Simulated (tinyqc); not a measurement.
# Changing the critical dose Q_c

Model: permeation of metal atoms or ions through a thin barrier or dielectric: time lag, field-aided drift and lifetime. Computed by tinyqc, a small Python program. Command: `OMP_NUM_THREADS=1 python tinyqc.py 3013840 3013841 out.jsonl barrier sweep`. One thread of a shared host (Intel(R) Xeon(R) Processor @ 2.30GHz), about 0.02 s of CPU time with the checks.

The film 0 < x < d is empty at first; C = C0 at x = 0 and C = 0 at x = d. dC/dt = D d2C/dx2.

Inputs (values chosen for the exercise, for a model case: neutral metal atoms through a barrier):

| quantity | value | unit |
|---|---|---|
| thickness d | 4.1 | nm |
| prefactor D0 | 0.00042 | cm^2/s |
| activation energy E | 1.47 | eV |
| concentration at the source side C0 | 6.2e+17 | 1/cm^3 |
| charge number z | 0 | - |
| voltage V (positive drives ions across) | 0 | V |
| test temperature T | 275 | C |
| use temperature T_u | 100 | C |

Constants: k_B = 8.617333262e-05 eV/K.

Method:
- D = D0 exp(-E/(k_B T)); time scale d^2/D; Peclet number P = z V/(k_B T), k_B T in eV; 1 nm = 1e-7 cm.
- Temperatures in kelvin are T(C) + 273.15.
- Steady flux J = (D C0/d) P/(1 - exp(-P)); time lag in units of d^2/D: s_L = [P (1 + exp(-P))/(1 - exp(-P)) - 2]/P^2 (P = 0: J = D C0/d, s_L = 1/6).
- Dose through the film Q(s) = C0 d {f (s - s_L) - 2 exp(P/2) sum_(n=1..200) (-1)^n n^2 pi^2 exp(-l_n s)/l_n^2}, l_n = n^2 pi^2 + P^2/4, f = P/(1 - exp(-P)) the relative flux.
- Solve Q = Q_c for s. At the use temperature D and P take T_u, with the same C0 and V; 1 year = 3.15576e7 s.

One run for each value:

| critical dose Q_c (1/cm^2) | failure time at T (s) | s at the critical dose | failure time at T_u (years) |
|---|---|---|---|
| 9.00e+09 | 2.1068e+03 | 1.6065e-01 | 1.4554e+02 |
| 9.00e+10 | 6.8129e+03 | 5.1952e-01 | 4.7064e+02 |
| 9.00e+11 | 4.8616e+04 | 3.7072e+00 | 3.3584e+03 |
| 9.00e+12 | 4.6649e+05 | 3.5572e+01 | 3.2225e+04 |
| 9.00e+13 | 4.6452e+06 | 3.5422e+02 | 3.2089e+05 |
| 9.00e+14 | 4.6432e+07 | 3.5407e+03 | 3.2076e+06 |
| 9.00e+15 | 4.6430e+08 | 3.5405e+04 | 3.2074e+07 |

Describe and explain the trends.

Over the rows, failure time at T (s) rises from 2110 to 4.64e8 (exponent d ln y / d ln x 0.51 between the first rows and 1.00 between the last); s at the critical dose rises from 0.161 to 35400 (exponent d ln y / d ln x 0.51 between the first rows and 1.00 between the last); failure time at T_u (years) rises from 146 to 3.21e7 (exponent d ln y / d ln x 0.51 between the first rows and 1.00 between the last). At the high end the exponent of failure time at T is 1.00, close to 1: steady flow.

Caution (all rows): grain boundaries, pinholes, trapping and space charge are left out; thin real barriers usually fail at defects.
